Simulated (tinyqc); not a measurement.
Inside a calculation. Model: Rutherford backscattering from a thin compound film on silicon: kinematics, yields, composition and thickness. Computed by tinyqc, a small Python program that keeps every step. Command: `OMP_NUM_THREADS=1 python tinyqc.py 3006128 3006129 out.jsonl rbs walk`. One thread of a shared host (Intel(R) Xeon(R) Processor @ 2.30GHz), about 0.01 s of CPU time with the checks. Intermediate numbers are printed to about 7 digits and carried at full precision; extremes and crossings named in words are read from the listed rows.

Singly charged helium ions (Z1 = 2, M1 = 4.0026 u) enter at the tilt angle a1 to the normal and leave at a2 = |180 - theta - tilt| in the same plane. The film is A B_x.

Inputs (values chosen for the exercise, modelled on a helium beam on TaN):
```
quantity                                value           unit
beam energy E0                            1.9            MeV
scattering angle theta                    170        degrees
tilt of the sample                          7        degrees
heavy element: Z_A                         73              -
heavy element: mass M_A                 180.9              u
heavy element: stopping eps_A at 2 MeV    108  1e-15 eV cm^2
light element: Z_B                          7              -
light element: mass M_B                    14              u
light element: stopping eps_B at 2 MeV     35  1e-15 eV cm^2
atoms of B per atom of A, x              0.94              -
atomic density of the film               87.3         1/nm^3
film thickness d                          9.8             nm
collected charge                           29   microcoulomb
detector solid angle                      4.7            msr
detector resolution (FWHM)                 11            keV
```

Constants: e^2/(4 pi eps_0) = 14.39964548 eV angstrom; e = 1.602176634e-19 C.

## Kinematics

Kinematic factor K = [(sqrt(M^2 - M1^2 sin^2 theta) + M1 cos theta)/(M + M1)]^2. Surface edges lie at K E0; substrate silicon has M = 28.09 u. Mass resolution at M_A = resolution/(E0 dK/dM).

kinematic factors: A 0.9159016, B 0.3110847, Si 0.5657840

surface edges (keV): A 1740.213, B 591.061, Si 1074.990

mass resolution at M_A = 13.01255 u

K flattens for heavy targets, so masses within 13.0 u of A cannot be told apart.

## Peak widths (surface approximation)

Stopping per atom eps(E) = eps(2 MeV) (E/2 MeV)^(-0.4) (a law chosen for the exercise); Bragg rule eps_film = (eps_A + x eps_B)/(1 + x); areal density N d, with 1/nm^2 = 0.1 x 1e15/cm^2. Width of the signal of element i: [K_i eps(E0)/cos a1 + eps(K_i E0)/cos a2] N d; depth resolution = resolution x d/width of A; energy lost on the way in = eps(E0) N d/cos a1.

areal density N d = 85.554 1e15 atoms/cm^2

film stopping at E0 = 74.13441 1e-15 eV cm^2

widths (keV): A 12.43107, B 12.12008

depth resolution = 8.671823 nm

energy lost on the way in = 6.390126 keV

The signal of A spans 1.1 resolution widths, so its width measures the thickness. Caution: the ions scattered from B leave near or below the stopping maximum (some 0.6 to 0.8 MeV), where the power law chosen here overstates the stopping and the width of B.

## Yields

Rutherford cross section in the laboratory frame: sigma = (Z1 Z e^2/(4 pi eps_0 4E))^2 (4/sin^4 theta) (r + cos theta)^2/r, r = sqrt(1 - (M1 sin theta/M)^2), times the screening factor 1 - 0.049 Z1 Z^(4/3)/E (E in keV); 1 angstrom^2 = 1e8 barn. Counts = (charge/e) x solid angle x sigma(E_mean) x areal density of the element/cos a1, E_mean = E0 - half the energy lost on the way in; 1 barn = 1e-24 cm^2. The ratio of areas returns x = (Y_B/Y_A)(sigma_A/sigma_B), with the counting error sqrt(1/Y_A + 1/Y_B).

cross sections (barn/sr): A 7.665632, B 0.060552

counts: A 289748.6, B 2151.4

ratio of areas Y_B/Y_A = 0.007425145

counting error of x without background = 2.163930 %

The cross sections differ by 126.6, near (Z_A/Z_B)^2 = 108.8. The signal of B lies below the silicon edge, on the substrate background, so its real error is larger unless the substrate is channelled.

## Surface approximation against the full path

Surface approximation as above. Full path: dE/ds = -eps(E) integrates to E^1.4 = E(start)^1.4 - 1.4 eps(2 MeV) 2000^0.4 s (keV), applied in (s = N d/cos a1), then K, then out (s = N d/cos a2); width = K E0 - exit energy. The last column is the error in thickness if the full width is read with the surface formula.

Widths (keV):
```
d (nm)  A, surface   A, full   B, full  error (%)
5           6.3424    6.3470    6.1967   0.073052
10         12.6848   12.7033   12.4198   0.146425
20         25.3695   25.4441   24.9473   0.294148
50         63.4238   63.8965   63.2198   0.745341
100       126.8476  128.7828  129.6350   1.525586
150       190.2714  194.7317  200.1344   2.344184
200       253.6952  261.8265  276.1742   3.205137
```

The error grows roughly in proportion to thickness, from 0.07 % to 3.2 %, because the ion slows and the stopping rises along the path. The signals of A and B would overlap once the width of A exceeds the gap between the edges, 1149 keV. Ions from B leave the thickest film below about 0.6 MeV, where the power law overstates the stopping.

Checks made by the program: kinematic factor against energy and momentum conservation (relative difference below 1e-10).
